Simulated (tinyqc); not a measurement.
A ladder of methods, and size consistency: correlation methods against full CI in the sto-3g basis, for BeH2, spin multiplicity 1. Computed by the program tinyqc with PySCF. All electrons correlated; +Q is the Davidson correction (1 - c0^2) E_corr. The last columns treat two copies 100 angstrom apart as one system. FCI is the lowest singlet.

Geometry (angstrom):
```
atom       x        y       z
Be    0.0000   0.0000  0.0000
H     0.0000   1.4200  0.0000
H     0.0000  -1.4140  0.0000
```

RHF energy of one = -15.549706 hartree

Correlation energies (hartree):
```
method   E_corr of one  share of FCI (%)  E_corr of two at 100 angstrom  two minus twice one (mhartree)
MP2          -0.025458           65.0222                      -0.050915                          0.0000
CISD         -0.038187           97.5339                      -0.074160                          2.2131
CISD+Q       -0.039363          100.5375                      -0.078330                          0.3959
CCSD         -0.038673           98.7754                      -0.077346                          0.0000
CCSD(T)      -0.038925           99.4188                      -0.077850                          0.0000
FCI          -0.039152          100.0000                              -                               -
```

What does the comparison show, and why?

MP2 recovers 65 %, CISD 97.5 % and CCSD 98.8 % of the FCI value (c0^2 = 0.969 in CISD). MP2 and coupled cluster are size consistent, so their last column vanishes; CISD loses 2.21 mhartree, since a double excitation on each copy is a quadruple of the pair, and the Davidson correction leaves +0.40.
